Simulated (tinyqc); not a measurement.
Tight binding, kagome lattice, step by step. Computed by tinyqc, a small Python program that keeps every step. Settings: t1 = 1.41, t2 = 1.41, delta = 0, bands filled = 2. Command: `OMP_NUM_THREADS=1 python tinyqc.py 31960 31961 out.jsonl` (the two numbers bound the seeds that draw the settings). One thread of a shared host (Intel(R) Xeon(R) Processor @ 2.60GHz), about 0.01 s of CPU time with the checks.

## Bloch Hamiltonian at k

Parameters chosen for this model:
```
parameter     value                unit
t1         1.410000    eV, up triangles
t2         1.410000  eV, down triangles
delta             0        eV on site C
```

k point k (fractions of the reciprocal vectors): 0.1600  0.1200

H_AB = -t1 - t2 exp(-i k.a1), H_AC = -t1 - t2 exp(-i k.a2), H_BC = -t1 - t2 exp(i k.(a1 - a2)), H_CC = delta.

H(k) at k (eV):
```
                 A                B                C
A           0.0000  -2.1655+1.1905i  -2.4378+0.9652i
B  -2.1655-1.1905i           0.0000  -2.7757-0.3507i
C  -2.4378-0.9652i  -2.7757+0.3507i           0.0000
```

## Levels at k

Diagonalise the Hermitian matrix.

eigenvalues (eV): -5.2629  2.4429  2.8200

weights |c|^2 of the basis functions:
```
   band 1  band 2  band 3
A  0.3190  0.6400  0.0410
B  0.3343  0.3121  0.3535
C  0.3467  0.0479  0.6055
```

## Bloch Hamiltonian at K

k point K (fractions of the reciprocal vectors): 0.3333  0.6667

As before.

H(k) at K (eV):
```
                 A                B                C
A           0.0000  -0.7050+1.2211i  -0.7050-1.2211i
B  -0.7050-1.2211i           0.0000  -0.7050+1.2211i
C  -0.7050+1.2211i  -0.7050-1.2211i           0.0000
```

## Levels at K

As before.

eigenvalues (eV): -1.4100  -1.4100  2.8200

## Bands along a path

The same steps at evenly spaced points between the labelled ones.

Bands along the path (eV):
```
k           band 1   band 2  band 3
G          -5.6400   2.8200  2.8200
G-K 0.33   -4.9802   2.1602  2.8200
G-K 0.67   -3.3097   0.4897  2.8200
K          -1.4100  -1.4100  2.8200
K-M 0.33   -2.1602  -0.6598  2.8200
K-M 0.67   -2.6499  -0.1701  2.8200
M          -2.8200        0  2.8200
M-K' 0.33  -2.6499  -0.1701  2.8200
M-K' 0.67  -2.1602  -0.6598  2.8200
K'         -1.4100  -1.4100  2.8200
```

With 2 band(s) filled, the highest filled level on these points lies at G and the lowest empty one at G-K 0.33: the bands touch or overlap, so there is no gap.
